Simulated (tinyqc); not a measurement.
# p-n diode, drift-diffusion by the Gummel loop with Scharfetter-Gummel fluxes: two studies

Abrupt junction at x = 0, p side from -Lp, n side to Ln, ohmic contacts. psi is counted from the intrinsic level; n = ni exp((psi - phin)/Vt), p = ni exp((phip - psi)/Vt). Contacts: p side psi = V - Vt ln(Na/ni), p = Na, n = ni^2/Na; n side psi = Vt ln(Nd/ni), n = Nd, p = ni^2/Nd. Constant mobilities, D = mu Vt, Boltzmann statistics, SRH recombination through a mid-gap level, U = (n p - ni^2)/(tp (n + ni) + tn (p + ni)). Current is positive from the p contact to the n contact.

Inputs (values chosen for the exercise); band and dielectric values close to those of cadmium telluride: temperature T = 350 K; band gap Eg = 1.49 eV; relative permittivity eps_r = 10; conduction-band density of states at T Nc = 1.01e18 cm^-3; valence-band density of states at T Nv = 2.24e19 cm^-3; acceptor density of the p side Na = 7.8e16 cm^-3; donor density of the n side Nd = 3e16 cm^-3; electron mobility mun = 650 cm^2/(V s); hole mobility mup = 49 cm^2/(V s); SRH lifetime of electrons tn = 4e-7 s; SRH lifetime of holes tp = 4e-8 s; length of the p side Lp = 0.77 um; length of the n side Ln = 0.99 um; uniform generation rate G = 0 cm^-3 s^-1.

Constants: q = 1.602176634e-19 C, kB = 1.380649e-23 J/K, Vt = kB T/q, eps0 = 8.8541878128e-14 F/cm where lengths are in cm. Results are converted to the units shown.

Each table varies one quantity; the others keep the values above.

## Current against voltage in the dark

ni = sqrt(Nc Nv) exp(-Eg/(2 Vt)), Eg in volts. Poisson and both continuity equations are solved self-consistently with Scharfetter-Gummel fluxes on a graded mesh of 500 nodes. J_scr is q times the integral of U between -xp and xn. Ideal diffusion current J_id = q ni^2 [Dn coth(wp/Le)/(Le Na) + Dp coth(wn/Lh)/(Lh Nd)] (exp(V/Vt) - 1), Le = sqrt(Dn tn), Lh = sqrt(Dp tp), wp = Lp - xp, wn = Ln - xn, with xp and xn from the depletion approximation (W = sqrt(2 eps0 eps_r (Vbi - V)(1/Na + 1/Nd)/q), xp = W Nd/(Na + Nd), xn = W Na/(Na + Nd), Vbi = Vt ln(Na Nd/ni^2)). Ideality factor = 0.004 V/(Vt ln[J(V + 0.004 V)/J(V)]). Here G = 0.

In this table G = 0 cm^-3 s^-1.

Results:
columns A: V (V); B: J (A/cm^2); C: ideality factor; D: J_scr/J (%); E: J_id (A/cm^2); F: share recombining at the contacts (%); G: larger minority/doping at -xp and xn
```
A           B     C       D         E      F         G
0.24  4.25e-9  1.88    99.6  1.51e-11  0.352  4.04e-14
0.35  2.93e-8  1.87    98.0  5.77e-10   1.95  1.54e-12
0.45  1.79e-7  1.76    91.2   1.58e-8   8.70  4.21e-11
0.66  2.31e-5  1.15    29.0   1.65e-5   70.4   4.36e-8
0.76  4.90e-4  1.04    8.48   4.51e-4   90.7   1.18e-6
0.87   0.0174  1.01    1.93    0.0171   97.1   4.44e-5
0.97    0.467  1.01   0.519     0.468   98.5   0.00118
1.08     17.1  1.03  0.0958      17.7   99.1    0.0390
```

Estimate the missing row, V = 0.56 V.

Computed row:
columns A: V (V); B: J (A/cm^2); C: ideality factor; D: J_scr/J (%); E: J_id (A/cm^2); F: share recombining at the contacts (%); G: larger minority/doping at -xp and xn
```
A           B     C     D        E     F        G
0.56  1.73e-6  1.43  65.3  6.02e-7  34.4  1.60e-9
```

With this row back in the table: J rises from 4.25e-9 to 17.1 A/cm^2; the ideality factor goes from 1.88 through a minimum of 1.01 (at V = 0.97 V among the rows listed) to 1.03. Recombination in the depleted layer carries over half of the current up to V = 0.56 V, where the factor is 1.43; it grows roughly as exp(V/2 Vt), so diffusion overtakes it. Where the factor is lowest (V = 0.97 V), J is 0.19 % below the ideal diffusion current.

## Effect of the SRH lifetime of holes at fixed bias

Same model as above.

In this table V = 0.82 V.

Results:
columns A: tp (s); B: J (A/cm^2); C: ideality factor; D: J_scr/J (%); E: J_id (A/cm^2); F: share recombining at the contacts (%); G: larger minority/doping at -xp and xn
```
A            B     C      D        E     F        G
1e-11   0.0204  1.45   54.1   0.0133  13.7  4.64e-6
1e-10  0.00994  1.22   41.2  0.00611  28.2  7.19e-6
1e-8   0.00361  1.04   7.91  0.00334  88.8  8.54e-6
1e-7   0.00333  1.01   2.29  0.00327  97.3  8.57e-6
1e-6   0.00327  1.01  0.650  0.00326  99.3  8.57e-6
1e-5   0.00325  1.00  0.191  0.00326  99.8  8.57e-6
```

Estimate the missing row, tp = 1e-9 s.

Computed row:
columns A: tp (s); B: J (A/cm^2); C: ideality factor; D: J_scr/J (%); E: J_id (A/cm^2); F: share recombining at the contacts (%); G: larger minority/doping at -xp and xn
```
A           B     C     D        E     F        G
1e-9  0.00496  1.10  22.3  0.00387  60.4  8.28e-6
```

With this row back in the table: As tp rises from 1e-11 to 1e-5, J falls from 0.0204 to 0.00325 A/cm^2, the share of the depleted layer falls from 54.1 to 0.191 % and the share lost at the contacts rises from 13.7 to 99.8 %. The exponent d ln J/d ln tp is -0.31 between the first two rows and 0.00 between the last two. J less J_scr is 0.50 % below J_id in the last row.

Program tinyqc, `OMP_NUM_THREADS=1 python tinyqc.py 2240078 2240079 out.jsonl`; Intel Xeon 2.30GHz, shared host, one thread, about 0.1 s.
